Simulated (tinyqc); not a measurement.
Pillar capacitor in an array: capacitance, non-linearity, leakage and relaxation: capacitance, non-linearity and leakage against thickness.

A film between two metal electrodes, each interface adding a series capacitance ci. The small-signal permittivity is ek (1 + aq E^2); the field is found with the linear permittivity. Leakage J = J0 sinh(E/Ef). After a voltage step the film passes a relaxation current kr C V tt^(-nr), tt being the time in seconds. The sidewall is a coaxial capacitor with radii a = dm/2 and b = dm/2 + t, depth AR dm; the end face is left out.

Planar film: Cf = eps0 ek/t, 1/C = 1/Cf + 2/ci, EOT = 3.9 eps0/C, effective permittivity C t/eps0, E = (V/t) C/Cf; quadratic coefficient [C(V)/C - 1]/V^2 with Cf (1 + aq E^2) in C(V).

Values chosen for this exercise; permittivity of the order of that of tantalum oxide:
- ek = 25 (relative permittivity of the film)
- ci = 1000 uF/cm^2 (capacitance of each electrode interface (dead layer and screening))
- aq = 0.0099 cm^2/MV^2 (quadratic field coefficient of the permittivity)
- V = 2.4 V (bias)
- J0 = 1.9e-10 A/cm^2 (leakage prefactor)
- Ef = 0.44 MV/cm (field for an e-fold rise of the leakage)

Constants: eps0 = 8.8541878128e-14 F/cm where lengths are in cm. Results are converted to the units shown.

Result of one run:
```
t (nm)	C (uF/cm^2)	EOT (nm)	effective permittivity	E (MV/cm)	quadratic coefficient (ppm/V^2)	J (A/cm^2)
17	1.299	2.659	24.94	1.408	3399	2.327e-9
```

What becomes of these results when the film thickness t is changed from 17 to 44 nm, all else the same?

Result of the changed run:
```
t (nm)	C (uF/cm^2)	EOT (nm)	effective permittivity	E (MV/cm)	quadratic coefficient (ppm/V^2)	J (A/cm^2)
44	0.5026	6.871	24.97	0.5449	509.8	3.002e-10
```

The whole series:
```
t (nm)	C (uF/cm^2)	EOT (nm)	effective permittivity	E (MV/cm)	quadratic coefficient (ppm/V^2)	J (A/cm^2)
5	4.388	0.7869	24.78	4.758	3.849e4	4.720e-6
6.8	3.234	1.068	24.84	3.507	2.098e4	2.747e-7
9.3	2.369	1.458	24.88	2.568	1.128e4	3.257e-8
13	1.697	2.035	24.92	1.840	5798	6.218e-9
17	1.299	2.659	24.94	1.408	3399	2.327e-9
24	0.9206	3.751	24.95	0.9982	1709	9.084e-10
32	0.6908	4.999	24.97	0.7490	962.8	5.038e-10
44	0.5026	6.871	24.97	0.5449	509.8	3.002e-10
60	0.3687	9.367	24.98	0.3997	274.4	1.973e-10
```

C falls from 4.39 to 0.369 uF/cm^2 while the effective permittivity goes from 24.8 to 25.0 (ek = 25). EOT is a straight line in t with slope 3.9/ek = 0.156 and intercept 0.00691 nm. The quadratic coefficient goes as t^(-1.97) between the first two rows and t^(-2.00) between the last two (-2 without interfaces), and J falls by 4.38 decades.

Numbers from tinyqc (`OMP_NUM_THREADS=1 python tinyqc.py 2102168 2102169 out.jsonl`; about 0.01 s on one thread of a shared Intel Xeon 2.30GHz).
